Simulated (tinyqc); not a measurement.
# Short-channel transistor, virtual-source model with series resistance: effects of single changes

The current per gate width is the charge at the top of the source barrier (the virtual source) times its velocity times a saturation function; al and be are fitting constants of the model. Units: I in uA/um, Rs in ohm um, so I Rs = 1e-6 I Rs in volts; Q in uC/cm^2, so I = 1e-4 Q vx0 Fsat with vx0 in cm/s.

Values chosen for this exercise:
- T = 250 K (temperature)
- Cinv = 3.24 uF/cm^2 (inversion capacitance)
- vx0 = 6.63e6 cm/s (velocity at the virtual source)
- mu = 97 cm^2/(V s) (apparent mobility)
- L = 65 nm (channel length)
- VT0 = 0.37 V (threshold at zero drain voltage)
- dl = 0.139 V/V (drain-induced barrier lowering)
- n0 = 1.19 (subthreshold factor)
- nd = 0 1/V (growth of n with drain voltage)
- al = 3.5 (threshold shift (in units of Vt) from weak to strong inversion)
- be = 1.6 (sharpness of saturation)
- Rs = 200 ohm um (series resistance of each contact)

Constants: q = 1.602176634e-19 C, kB = 1.380649e-23 J/K, Vt = kB T/q. Results are converted to the units shown.

Each table varies one quantity; the others keep the values above.

## Supply voltage at a fixed off current

Intrinsic voltages Vg' = Vgs - I Rs, Vd' = Vds - 2 I Rs. n = n0 + nd Vd', VT = VT0 - dl Vd', Ff = 1/(1 + exp((Vg' - VT + al Vt/2)/(al Vt))), Q = Cinv n Vt ln(1 + exp((Vg' - VT + al Vt Ff)/(n Vt))), Vdsat = (vx0 L/mu)(1 - Ff) + Vt Ff, Fsat = u/(1 + u^be)^(1/be) with u = Vd'/Vdsat, and I = Q vx0 Fsat per width. I is solved self-consistently. For each supply Vdd, VT0 is set so that I(Vgs = 0, Vds = Vdd) = 100 nA/um; Ion = I(Vdd, Vdd); C = Cinv L + 0.52 fF/um of parasitic capacitance; delay C Vdd/Ion, energy C Vdd^2.

Results:
```
Vdd (V),VT0 (V),Ion (uA/um),delay (ps),energy (fJ/um)
0.4,0.2868,168.4,6.237,0.4202
0.5,0.3009,270.2,4.860,0.6565
0.6,0.3149,382.8,4.116,0.9454
0.8,0.3428,627.3,3.349,1.681
0.9,0.3567,755.2,3.129,2.127
1,0.3707,885.6,2.965,2.626
1.1,0.3846,1018,2.838,3.177
```

Estimate the missing row, Vdd = 0.7 V.

Computed row:
```
Vdd (V),VT0 (V),Ion (uA/um),delay (ps),energy (fJ/um)
0.7,0.3289,502.7,3.657,1.287
```

With this row back in the table: The VT0 needed rises from 0.287 to 0.385 V and Ion rises from 168 to 1020 uA/um. The delay falls from 6.24 to 2.84 ps, while the energy grows as Vdd^2. Going from 0.4 to 0.5 V changes the delay by -22 %, going from 1 to 1.1 V by -4.3 %.

## Output curve

Same model as above.

gds = dI/dVds, gm = dI/dVgs.

In this table Vgs = 1 V.

Output curve:
```
Vds (V),I (uA/um),Fsat,gds (uS/um),gain gm/gds
0.11,147.3,0.1128,1298,0.08555
0.22,284.4,0.2252,1192,0.1933
0.33,408.8,0.3331,1068,0.3348
0.44,519.2,0.4327,937.6,0.5215
0.56,623.2,0.5289,798.6,0.7874
0.67,704.6,0.6040,683.8,1.093
0.78,774.3,0.6668,586.0,1.453
0.89,834.2,0.7185,506.2,1.856
1,886.3,0.7605,442.8,2.285
```

What does the table show?

The current rises from 147 to 886 uA/um as Fsat rises from 0.113 to 0.760; gds falls from 1300 to 443 uS/um. The gain ends at 2.29, against 1/dl = 7.19 for a current that depends on Vds through barrier lowering alone; it falls short because Fsat is still growing.

tinyqc, about 0.01 s, one thread, Intel Xeon 2.30GHz (shared host): `OMP_NUM_THREADS=1 python tinyqc.py 2380067 2380068 out.jsonl`
